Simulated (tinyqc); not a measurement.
Spin curve: spin coating of a resist or spin-on film: centrifugal thinning, evaporation and the final thickness (Emslie and Meyerhofer models). Computed by tinyqc, a small Python program. Command: `OMP_NUM_THREADS=1 python tinyqc.py 3112189 3112190 out.jsonl spincoat walk`. One thread of a shared host (Intel(R) Xeon(R) Processor @ 2.30GHz), about 0.1 s of CPU time with the checks.

A Newtonian film stays uniform over the wafer; solvent and solids have the same density and the concentration is uniform through the thickness.

Inputs (values chosen for the exercise, of the order of those of a polymer resist in an ester solvent):
```
quantity                                 value          unit
solids volume fraction c0                 0.15             -
kinematic viscosity of the solvent nu_s    2.1        mm^2/s
viscosity constant k                       910        mm^2/s
viscosity exponent gamma                   2.6             -
spin speed f                              6000           rpm
evaporation rate at 1000 rpm e0          0.061  micrometre/s
starting thickness h0                     1000    micrometre
wafer radius R                             150            mm
```

Method:
- omega = 2 pi f/60; nu(c) = nu_s + k c^gamma; evaporation rate e = e0 sqrt(f/1000 rpm).
- Flow constant K = 2 omega^2/(3 nu(c0)); Reynolds number of the air omega R^2/nu_air with nu_air = 15 mm^2/s.
- Meyerhofer estimate: flow rules until (1 - c0) K h^3 = e, then evaporation alone: h_w = (e/((1 - c0) K))^(1/3), dry film c0 h_w.
- Full model for solids s and liquid l per area, h = s + l, c = s/h: ds/dt = -c Q, dl/dt = -(1 - c) Q - e, Q = 2 omega^2 h^3/(3 nu(c)); integrated adaptively (relative tolerance 1e-9) until l = 0.

dry film, estimate = 269.255 nm

Dry film against speed:
```
f (rpm)  full model (nm)  estimate (nm)  time to dry (s)
500               1057.9         932.73           159.96
1000               748.1         659.54            79.98
1500               610.8         538.51            53.32
2000               529.0         466.36            39.99
3000               431.9         380.78            26.66
4000               374.0         329.77            20.00
6000               305.4         269.25            13.33
```

The full thickness goes as f^-0.500; the estimate as (e/omega^2)^(1/3) = f^(-1/2). The time to dry goes as f^-1.00. A thickness window of 1 % allows a speed error of about 2 %. Caution: above a Reynolds number of about 3e5 the air flow near the rim turns turbulent, and evaporation is no longer uniform.
